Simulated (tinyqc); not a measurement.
Inside a calculation. Model: MOS inversion layer, Poisson-Schroedinger loop.

Program tinyqc, `OMP_NUM_THREADS=1 python tinyqc.py 2160054 2160055 out.jsonl`; Intel Xeon 2.30GHz, shared host, one thread, about 0.6 s. Printed values are rounded.

Electrons confined at an insulator interface at z = 0, treated as a hard wall; parabolic valleys, Hartree approximation, no image or exchange terms. The depletion charge lies far deeper than the electrons and gives a uniform field q Nd/(eps0 eps_r); the gate balances all charge. Energies are counted from the band edge at the interface.

Inputs (values chosen for the exercise); masses and permittivity close to those of silicon (111):

| symbol | value | unit | meaning |
|---|---|---|---|
| T | 77 | K | temperature |
| eps_r | 11.5 |  | relative permittivity |
| mz1 | 0.257 | m0 | mass along z of valley set A (6 valley(s)) |
| md1 | 0.355 | m0 | in-plane density-of-states mass of set A |
| Ns | 2.2e12 | cm^-2 | sheet density of electrons |
| Nd | 1.6e11 | cm^-2 | sheet density of depletion charge |
| hz | 1 | nm | mesh step |
| a | 1 |  | mixing factor |

Constants: q = 1.602176634e-19 C, kB = 1.380649e-23 J/K, hbar = 1.054571817e-34 J s, m0 = 9.1093837015e-31 kg, Vt = kB T/q, eps0 = 8.8541878128e-14 F/cm where lengths are in cm, hbar^2/(2 m0) = 0.0380998212 eV nm^2. Results are converted to the units shown.

## Fixed part of the potential

| node | z (nm) |
|---|---|
| 1 | 1 |
| 2 | 2 |
| 3 | 3 |
| 4 | 4 |
| 5 | 5 |
| 6 | 6 |
| 7 | 7 |
| 8 | 8 |
| 9 | 9 |
| 10 | 10 |
| 11 | 11 |
| 12 | 12 |
| 13 | 13 |
| 14 | 14 |
| 15 | 15 |
| 16 | 16 |
| 17 | 17 |
| 18 | 18 |
| 19 | 19 |

V0 = q Nd z/(eps0 eps_r) in eV.

| node | fixed potential V0 (eV) |
|---|---|
| 1 | 0.0025176 |
| 2 | 0.0050352 |
| 3 | 0.0075527 |
| 4 | 0.0100703 |
| 5 | 0.0125879 |
| 6 | 0.0151055 |
| 7 | 0.0176231 |
| 8 | 0.0201407 |
| 9 | 0.0226582 |
| 10 | 0.0251758 |
| 11 | 0.0276934 |
| 12 | 0.0302110 |
| 13 | 0.0327286 |
| 14 | 0.0352462 |
| 15 | 0.0377637 |
| 16 | 0.0402813 |
| 17 | 0.0427989 |
| 18 | 0.0453165 |
| 19 | 0.0478341 |

## Round 1: levels and probability densities

| node | self-consistent potential U at the start (eV) |
|---|---|
| 1 | 0 |
| 2 | 0 |
| 3 | 0 |
| 4 | 0 |
| 5 | 0 |
| 6 | 0 |
| 7 | 0 |
| 8 | 0 |
| 9 | 0 |
| 10 | 0 |
| 11 | 0 |
| 12 | 0 |
| 13 | 0 |
| 14 | 0 |
| 15 | 0 |
| 16 | 0 |
| 17 | 0 |
| 18 | 0 |
| 19 | 0 |

Tridiagonal Hamiltonian with psi = 0 one step beyond both ends: H_ii = C (1/m_(i-1/2) + 1/m_(i+1/2))/hz^2 + V0_i + U_i, H_(i,i+1) = -C/(m_(i+1/2) hz^2), C = hbar^2/(2 m0). The lowest 2 level(s) are kept, normalised to hz sum |psi|^2 = 1. The mass is the same on all intervals.

levels (eV): A1 0.0228476, A2 0.0403724

| node | \|psi\|^2 of A1 (1/nm) | \|psi\|^2 of A2 (1/nm) |
|---|---|---|
| 1 | 0.016576 | 0.018040 |
| 2 | 0.057524 | 0.054911 |
| 3 | 0.103759 | 0.077558 |
| 4 | 0.137759 | 0.068121 |
| 5 | 0.150709 | 0.036160 |
| 6 | 0.143186 | 0.007002 |
| 7 | 0.121678 | 0.001374 |
| 8 | 0.094222 | 0.023140 |
| 9 | 0.067331 | 0.060719 |
| 10 | 0.044808 | 0.096885 |
| 11 | 0.027955 | 0.118479 |
| 12 | 0.016431 | 0.120904 |
| 13 | 0.009127 | 0.107181 |
| 14 | 0.004796 | 0.084203 |
| 15 | 0.002378 | 0.059018 |
| 16 | 0.001101 | 0.036641 |
| 17 | 0.000463 | 0.019540 |
| 18 | 0.000162 | 0.008179 |
| 19 | 0.000034 | 0.001946 |

## Round 1: Fermi level and occupations

Level k holds N_k = D_k Vt ln(1 + exp((EF - E_k)/Vt)) with D = 6 md1 m0 q/(pi hbar^2) per eV (spin included); EF is fixed by sum N_k = Ns.

EF = 0.0169365 eV
N_k (cm^-2): A1 2.02981e12, A2 1.70195e11

## Round 1: density, output potential and mixing

n_i = sum_k N_k |psi_k|^2 (converted to cm^-3). Hartree part by Gauss: on the interval before node i the electrons still beyond are S_i = Ns - hz sum_(j<i) n_j, and U_i = U_(i-1) + q S_i hz/(eps0 eps_r) in eV, U_0 = 0 at the interface. Mixing: U(new) = U + a (U(out) - U).

| node | n (1e18 cm^-3) | U(out) (eV) | U after round 1 (eV) |
|---|---|---|---|
| 1 | 0.36717 | 0.034617 | 0.034617 |
| 2 | 1.26108 | 0.068656 | 0.068656 |
| 3 | 2.23811 | 0.100711 | 0.100711 |
| 4 | 2.91219 | 0.129244 | 0.129244 |
| 5 | 3.12064 | 0.153194 | 0.153194 |
| 6 | 2.91831 | 0.172235 | 0.172235 |
| 7 | 2.47216 | 0.186683 | 0.186683 |
| 8 | 1.95190 | 0.197242 | 0.197242 |
| 9 | 1.47003 | 0.204729 | 0.204729 |
| 10 | 1.07440 | 0.209904 | 0.209904 |
| 11 | 0.76908 | 0.213387 | 0.213387 |
| 12 | 0.53929 | 0.215661 | 0.215661 |
| 13 | 0.36768 | 0.217086 | 0.217086 |
| 14 | 0.24067 | 0.217933 | 0.217933 |
| 15 | 0.14872 | 0.218400 | 0.218400 |
| 16 | 0.08472 | 0.218634 | 0.218634 |
| 17 | 0.04265 | 0.218735 | 0.218735 |
| 18 | 0.01721 | 0.218768 | 0.218768 |
| 19 | 0.00401 | 0.218774 | 0.218774 |

## Round 2: levels and probability densities

As before.

levels (eV): A1 0.132284, A2 0.211023

| node | \|psi\|^2 of A1 (1/nm) | \|psi\|^2 of A2 (1/nm) |
|---|---|---|
| 1 | 0.192076 | 0.115225 |
| 2 | 0.354309 | 0.078815 |
| 3 | 0.267239 | 0.001447 |
| 4 | 0.125955 | 0.109195 |
| 5 | 0.043966 | 0.214386 |
| 6 | 0.012508 | 0.206382 |
| 7 | 0.003084 | 0.139125 |
| 8 | 0.000687 | 0.075515 |
| 9 | 0.000142 | 0.035492 |
| 10 | 0.000028 | 0.015076 |
| 11 | 0.000005 | 0.005945 |
| 12 | 0.000001 | 0.002214 |
| 13 | 0.000000 | 0.000787 |
| 14 | 0.000000 | 0.000269 |
| 15 | 0.000000 | 0.000089 |
| 16 | 0.000000 | 0.000028 |
| 17 | 0.000000 | 0.000008 |
| 18 | 0.000000 | 0.000002 |
| 19 | 0.000000 | 0.000000 |

## Round 2: Fermi level and occupations

As before.

EF = 0.127009 eV
N_k (cm^-2): A1 2.19998e12, A2 1.87193e7

## Round 2: density, output potential and mixing

As before.

| node | n (1e18 cm^-3) | U(out) (eV) | U after round 2 (eV) |
|---|---|---|---|
| 1 | 4.22565 | 0.0346168 | 0.0346168 |
| 2 | 7.79475 | 0.0625845 | 0.0625845 |
| 3 | 5.87921 | 0.0782873 | 0.0782873 |
| 4 | 2.77102 | 0.0847392 | 0.0847392 |
| 5 | 0.96729 | 0.0868310 | 0.0868310 |
| 6 | 0.27521 | 0.0874007 | 0.0874007 |
| 7 | 0.06787 | 0.0875374 | 0.0875374 |
| 8 | 0.01512 | 0.0875673 | 0.0875673 |
| 9 | 0.00313 | 0.0875734 | 0.0875734 |
| 10 | 0.00061 | 0.0875746 | 0.0875746 |
| 11 | 0.00012 | 0.0875749 | 0.0875749 |
| 12 | 0.00002 | 0.0875749 | 0.0875749 |
| 13 | 0.00000 | 0.0875749 | 0.0875749 |
| 14 | 0.00000 | 0.0875749 | 0.0875749 |
| 15 | 0.00000 | 0.0875749 | 0.0875749 |
| 16 | 0.00000 | 0.0875749 | 0.0875749 |
| 17 | 0.00000 | 0.0875749 | 0.0875749 |
| 18 | 0.00000 | 0.0875749 | 0.0875749 |
| 19 | 0.00000 | 0.0875749 | 0.0875749 |

## Course of the self-consistent loop

Start from U = 0. Stop when the largest |U(out) - U| is below 1e-7 eV, or after 120 rounds.

Course of the iteration:

| round | level A1 (eV) | EF (eV) | largest \|U(out) - U\| (eV) |
|---|---|---|---|
| 1 | 0.0228476 | 0.0169365 | 0.219 |
| 2 | 0.132284 | 0.127009 | 0.131 |
| 3 | 0.104266 | 0.0985318 | 0.0774 |
| 4 | 0.126381 | 0.121104 | 0.0692 |
| 5 | 0.109118 | 0.103513 | 0.0521 |
| 6 | 0.123850 | 0.118569 | 0.0475 |
| 7 | 0.111369 | 0.105837 | 0.0389 |
| 8 | 0.122360 | 0.117072 | 0.0358 |
| 9 | 0.112732 | 0.107245 | 0.0305 |
| ... | ... | ... | ... |
| 112 | 0.117379 | 0.112027 | 5.16e-6 |
| 113 | 0.117378 | 0.112026 | 4.75e-6 |
| 114 | 0.117379 | 0.112027 | 4.37e-6 |
| 115 | 0.117378 | 0.112026 | 4.02e-6 |
| 116 | 0.117379 | 0.112027 | 3.70e-6 |
| 117 | 0.117378 | 0.112026 | 3.41e-6 |
| 118 | 0.117379 | 0.112027 | 3.14e-6 |
| 119 | 0.117378 | 0.112026 | 2.89e-6 |
| 120 | 0.117379 | 0.112027 | 2.66e-6 |

Not converged within 120 rounds: the residual falls steadily but slowly, by a factor of about 0.92 a step over the last four steps. The lowest level moves up and down in turn: each round overcorrects the one before. Reruns converge within the same cap with Anderson mixing of depth 4 with a = 0.5 (11 rounds) and with plain mixing with a = 0.5 (20 rounds).

## Closed-form estimates

Triangular well: E_k = a_k (C F^2/mz)^(1/3), a_1 = 2.338107, a_2 = 4.087949, C = hbar^2/(2 m0), F in eV/nm. Fang-Howard (all electrons in the lowest level of set A): b^3 = 6 (mz1/C) q (Nd + 11 Ns/32)/(eps0 eps_r), centroid 3/b, level C b^2/(4 mz1) + (3/b) q (Nd + 11 Ns/16)/(eps0 eps_r). Use F = q (Nd + Ns)/(eps0 eps_r), the surface field, and F = q (Nd + Ns/2)/(eps0 eps_r).

A1 with the surface field = 0.137735 eV
A1 with Nd + Ns/2 = 0.0906464 eV
A2 with Nd + Ns/2 = 0.158486 eV
b = 0.835628 1/nm
Fang-Howard centroid = 3.59011 nm
Fang-Howard level = 0.120359 eV

Against the self-consistent A1 = 0.1185 eV on a fine mesh, the surface-field estimate is 16 % above it, the half-charge one 23 % below it and Fang-Howard 1.6 % above it. A1 holds 99.1 % of the electrons, and the Fang-Howard centroid is 4.6 % above the full one.
